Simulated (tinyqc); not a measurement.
Charge control and current of a heterostructure field-effect transistor. Inputs raised by 10 %, one at a time. Computed by tinyqc, a small Python program. Command: `OMP_NUM_THREADS=1 python tinyqc.py 3029752 3029753 out.jsonl hemt sens`. One thread of a shared host (Intel(R) Xeon(R) Processor @ 2.30GHz), about 0.01 s of CPU time with the checks.

Two subbands in a triangular well; E_F is counted from the conduction band edge of the channel at the interface.

Inputs (values chosen for the exercise, modelled on AlGaAs/GaAs):

| quantity | value | unit |
|---|---|---|
| channel mass m | 0.066 | m_0 |
| permittivity eps (barrier and channel) | 12.9 | - |
| barrier thickness d | 22 | nm |
| Schottky barrier phi_B | 1.1 | eV |
| conduction band offset dE_c | 0.26 | eV |
| delta-doping density N_d | 5.6e+12 | 1/cm^2 |
| gate voltage V_G | 0 | V |
| mobility mu | 5800 | cm^2/(V s) |
| saturation velocity v_s | 1.4 | 1e7 cm/s |
| gate length L | 79 | nm |
| source resistance R_S | 0.24 | ohm mm |
| temperature T | 77 | K |
| mixing | 0.5 | - |
| iteration cap | 200 | - |
| spacer between delta layer and channel | 4.6 | nm |

Charge source: delta doping. Velocity law: smooth.

Constants: e = 1.602176634e-19 C; eps_0 = 8.8541878128e-12 F/m; k_B = 8.617333262e-05 eV/K; hbar = 1.054571817e-34 J s; m_0 = 9.1093837015e-31 kg; k_B = 1.380649e-23 J/K.

Method:
- Threshold V_T = phi_B - dE_c - e N_d (d - spacer)/(eps eps_0) (in volts); C_b = eps eps_0/d.
- Charge control: n_s = C_b (V_G - V_T - E_F/e)/e. Well: mean field F = e n_s/(2 eps eps_0), E_i = (hbar^2/2m)^(1/3) [(3 pi e F/2)(i + 3/4)]^(2/3), i = 0, 1; n_s = D k_B T sum_i ln(1 + exp((E_F - E_i)/k_B T)), D = m/(pi hbar^2), which is solved in closed form for E_F.
- Iteration from n_s = C_b (V_G - V_T)/(2e): E_F from n_s, n_out from the charge control, n_new = n_s + mixing (n_out - n_s), kept above n_s/10; stop when |n_out/n_s - 1| < 1e-9.
- C_g = e dn_s/dV_G = 1/(1/C_b + 1/C_q), 1/C_q = d(E_F/e)/d(e n_s) by a central difference of +/- 0.1 % in n_s; added distance dd = eps eps_0/C_q.
- With V = e n_s/C_g and V_c = v_s L/mu: for v = mu F/(1 + mu F/v_s), V_Dsat = V_c (sqrt(1 + 2V/V_c) - 1) and I/W = C_g v_s (V - V_Dsat); g_m = dI/dV; extrinsic g_m/(1 + g_m R_S); f_T = g_m/(2 pi C_g L).

Runs:

| input moved | from | to | sheet density n_s (1/cm^2) | extrinsic g_m (mS/mm) | intrinsic f_T (GHz) | gate capacitance C_g (microfarad/cm^2) |
|---|---|---|---|---|---|---|
| base run | - | - | 1.2862e+12 | 445.51 | 243.43 | 0.41284 |
| channel mass m (m_0) | 0.066 | 0.0726 | 1.3038e+12 | 450.40 | 243.46 | 0.41787 |
| permittivity eps (barrier and channel) | 12.9 | 14.19 | 1.0555e+12 | 466.57 | 237.93 | 0.44488 |
| barrier thickness d (nm) | 22 | 24.2 | 1.6053e+12 | 426.91 | 248.57 | 0.38550 |
| conduction band offset dE_c (eV) | 0.26 | 0.286 | 1.3532e+12 | 447.81 | 244.35 | 0.41368 |
| delta-doping density N_d (1/cm^2) | 5.6e+12 | 6.16e+12 | 1.6401e+12 | 456.17 | 247.62 | 0.41676 |
| gate length L (nm) | 79 | 86.9 | 1.2862e+12 | 442.49 | 219.62 | 0.41284 |
| source resistance R_S (ohm mm) | 0.24 | 0.264 | 1.2862e+12 | 440.80 | 243.43 | 0.41284 |

Exponents ln(y'/y) / ln(x'/x):

| input | sheet density n_s | extrinsic g_m | intrinsic f_T | gate capacitance C_g |
|---|---|---|---|---|
| channel mass m | 0.142 | 0.114 | 0.001 | 0.127 |
| permittivity eps (barrier and channel) | -2.074 | 0.485 | -0.240 | 0.784 |
| barrier thickness d | 2.325 | -0.448 | 0.219 | -0.719 |
| conduction band offset dE_c | 0.533 | 0.054 | 0.039 | 0.021 |
| delta-doping density N_d | 2.551 | 0.248 | 0.179 | 0.099 |
| gate length L | 0.000 | -0.071 | -1.080 | 0.000 |
| source resistance R_S | 0.000 | -0.112 | 0.000 | 0.000 |

Which inputs matter most for each result?

Among the inputs moved here: sheet density n_s answers most in size to delta-doping density N_d (exponent +2.551), next to barrier thickness d (+2.325); its exponent is below 0.0005 for gate length L, source resistance R_S. extrinsic g_m answers most in size to permittivity eps (barrier and channel) (exponent +0.485), next to barrier thickness d (-0.448). Intrinsic f_T answers most in size to gate length L (exponent -1.080), next to permittivity eps (barrier and channel) (-0.240); its exponent is below 0.0005 for source resistance R_S. gate capacitance C_g answers most in size to permittivity eps (barrier and channel) (exponent +0.784), next to barrier thickness d (-0.719); its exponent is below 0.0005 for gate length L, source resistance R_S.

Caution (rows delta-doping density N_d): E_F lies above the conduction band minimum of the barrier, so electrons would spill into the barrier.

Extremes, crossings and ranges named in words are read from the listed rows.
